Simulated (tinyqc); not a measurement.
# From one set of inputs to another, one input at a time

Model: four-point probe, van der Pauw, Hall and spreading-resistance readings of a semiconductor layer. Computed by tinyqc, a small Python program. Command: `OMP_NUM_THREADS=1 python tinyqc.py 3111077 3111078 out.jsonl probe ladder`. One thread of a shared host (Intel(R) Xeon(R) Processor @ 2.30GHz), about 0.01 s of CPU time with the checks.

The layer is uniform and ohmic; contacts are points unless a radius is given.

The inputs printed are set A. Set A is modelled on n-type silicon; the values taken over come from a set modelled on p-type silicon. Inputs not listed in the table keep their values of set A, so the rows need not describe a real material.

Inputs (values chosen for the exercise, modelled on n-type silicon):
```
quantity             value        unit
carrier density n  1.4e+18      1/cm^3
drift mobility mu      232  cm^2/(V s)
layer thickness t      330  micrometre
probe spacing s        0.5          mm
current I              0.2          mA
magnetic field B       1.1           T
Hall factor r_H        1.1           -
```

Backing of the layer: insulating.

Constants: e = 1.602176634e-19 C.

Method:
- rho = 1/(e n mu); R_s = rho/t.
- Collinear probes with equal spacing on a layer with insulating backing: images at depth 2 m t give V = (rho I/(2 pi s)) G, G = 1 + 4 sum_(m>=1) [1/sqrt(1 + (2 m u)^2) - 1/sqrt(4 + (2 m u)^2)], u = t/s; the sum runs to m = 20000, with the tail 3/(32 u^3 M^2) added to the sum for M = 20000.
- Limits: thick, rho = 2 pi s V/I; thin on an insulator, rho = (pi/ln 2) t V/I.
- V_H = r_H I B/(e n t); apparent density n/r_H; Hall mobility r_H mu; Hall angle tan = r_H mu B (SI).

Each row keeps all changes above it:
```
input moved                        from       to  voltage V (mV)  sheet resistance R_s (ohm/square)  Hall voltage (mV)
set A                                 -        -       2.605e-02                          5.823e-01          3.269e-03
current I (mA)                      0.2        2       2.605e-01                          5.823e-01          3.269e-02
probe spacing s (mm)                0.5        1       2.570e-01                          5.823e-01          3.269e-02
drift mobility mu (cm^2/(V s))      232      450       1.325e-01                          3.002e-01          3.269e-02
layer thickness t (micrometre)      330       28       1.561e+00                          3.538e+00          3.853e-01
carrier density n (1/cm^3)      1.4e+18  2.2e+15       9.936e+02                          2.252e+03          2.452e+02
```

Which inputs carry the difference?

Voltage V goes from 0.0261 to 994, a factor 38100 in all. The largest single move comes from carrier density n (a factor 636), and drift mobility mu works against it (a factor 0.516). Sheet resistance R_s goes from 0.582 to 2250, a factor 3870 in all. The largest single move comes from carrier density n (a factor 636), and drift mobility mu works against it (a factor 0.516). Hall voltage goes from 0.00327 to 245, a factor 75000 in all. The largest single move comes from carrier density n (a factor 636). The single moves hold for this order of the switches; the total does not depend on the order.

Caution (rows carrier density n): at such a voltage heating and injection at the probes disturb real readings; a smaller current would be used.

Extremes, crossings and ranges named in words are read from the listed rows.
